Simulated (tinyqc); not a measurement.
Inside a calculation. Model: MOS capacitor on a p-type substrate, surface potential from the exact charge relation.

Computed by the program tinyqc: `OMP_NUM_THREADS=1 python tinyqc.py 2060170 2060171 out.jsonl`, one thread of a shared Intel Xeon 2.30GHz, about 0.01 s for the whole run. Printed values are rounded.

Uniform p-type substrate, Boltzmann statistics, full ionisation, classical densities. psi is the surface potential against the body (positive when the bands bend down) and u = psi/Vt. Traps are spread evenly over the gap and neutral at flat band, so their charge is -q Dit psi; the minority quasi-Fermi level is shifted by Vb.

Parameters, values chosen for the exercise; band and dielectric values close to those of silicon:
- T = 450 K (temperature)
- Eg = 1.14 eV (band gap)
- eps_r = 11.9 (relative permittivity)
- Nc = 5.13e19 cm^-3 (conduction-band density of states at T)
- Nv = 4.87e19 cm^-3 (valence-band density of states at T)
- chi = 3.97 eV (electron affinity)
- N = 6e17 cm^-3 (acceptor density of the substrate)
- eox = 3.9 (relative permittivity of the gate insulator (close to silicon dioxide))
- tox = 6.9 nm (insulator thickness)
- phiM = 4.28 eV (gate work function)
- Nf = -5.2e10 cm^-2 (fixed charge at the interface, in units of q)
- Dit = 2e10 cm^-2 eV^-1 (density of interface traps)
- Vb = 0 V (reverse bias of the inversion layer against the body)
- Vg = -0.28 V (gate voltage against the body)

Constants: q = 1.602176634e-19 C, kB = 1.380649e-23 J/K, Vt = kB T/q, eps0 = 8.8541878128e-14 F/cm where lengths are in cm. Results are converted to the units shown.

## Flat band, threshold and scales

ni = sqrt(Nc Nv) exp(-Eg/(2 Vt)), Eg in volts; phiF = Vt ln(N/ni); Cox = eps0 eox/tox; Vfb = phiM - chi - (Eg - Vt ln(Nv/N)) - q Nf/Cox; Q0 = sqrt(2 eps0 eps_r q N Vt); r = (ni/N)^2 exp(-Vb/Vt); VT = Vfb + [(2 phiF + Vb)(1 + q Dit/Cox) + sqrt(2 eps0 eps_r q N (2 phiF + Vb))/Cox].

ni = 2.065875e13 cm^-3
phiF = 0.3985039 V
Cox = 0.5004541 uF/cm^2
Vfb = -0.6428648 V
Q0 = 88.63115 nC/cm^2
r = 1.185511e-9
VT = 0.9621447 V

## Starting value

psi = Vg - Vfb, limited to the range from -4 Vt to +(2 phiF + Vb + 4 Vt).

psi at the start = 0.3628648 V

## Iteration 1: Newton step for the surface potential

u = psi/Vt; F^2 = exp(-u) + u - 1 + r (exp(u) - u - 1); Qs = -sign(u) Q0 F; Cs = -dQs/dpsi = (Q0/Vt) |1 - exp(-u) + r (exp(u) - 1)|/(2 F). f = Vfb + psi + (q Dit psi - Qs)/Cox - Vg, f' = 1 + (Cs + q Dit)/Cox, psi(new) = psi - f/f'.

u = 9.357492
F = 2.890950
Qs = -256.2282 nC/cm^2
Cs = 0.3952746 uF/cm^2
f = 0.5143148 V
f' = 1.796235
psi after iteration 1 = 0.07653541 V

## Iteration 2: Newton step for the surface potential

As before.

u = 1.973681
F = 1.054811
Qs = -93.48908 nC/cm^2
Cs = 0.9328840 uF/cm^2
f = -0.09903087 V
f' = 2.870478
psi after iteration 2 = 0.1110352 V

## Course of the Newton iteration

Stop when the step is below 1e-10 V, or after 60 iterations.

Course of the iteration:
```
iteration  psi before the step (V)      f (V)  step (V)
1                        0.3628648      0.514    -0.286
2                       0.07653541    -0.0990    0.0345
3                        0.1110352   -5.69e-3   2.22e-3
4                        0.1132585   -1.82e-5   7.14e-6
5                        0.1132657  -1.85e-10  7.26e-11
```

Converged in 5 iterations.

## Charges, field and capacitances at the solution

converged psi = 0.1132657 V

u = psi/Vt; F^2 = exp(-u) + u - 1 + r (exp(u) - u - 1); Qs = -sign(u) Q0 F; Cs = -dQs/dpsi = (Q0/Vt) |1 - exp(-u) + r (exp(u) - 1)|/(2 F). Low frequency: 1/C_LF = 1/Cox + 1/(Cs + q Dit). High frequency, in the simple estimate in which traps and minority carriers do not follow: 1/C_HF = 1/Cox + 1/Cd, Cd being Cs with r = 0 at the same psi. Minority sheet density N_inv = (Q0/(2 q)) int_0^u r (exp(t) - 1)/F(t) dt for u > 0. Oxide field |Qs - q Dit psi + q Nf|/(eps0 eox).

Qs = -124.5500 nC/cm^2
N_inv = 4708.119 cm^-2
oxide field = 0.3858647 MV/cm
Cs = 0.7694084 uF/cm^2
C_LF/Cox = 0.6068910
C_HF/Cox = 0.6058990

The surface is in depletion (borders at |psi| = 0, phiF + Vb and 2 phiF + Vb = 0.797 V).
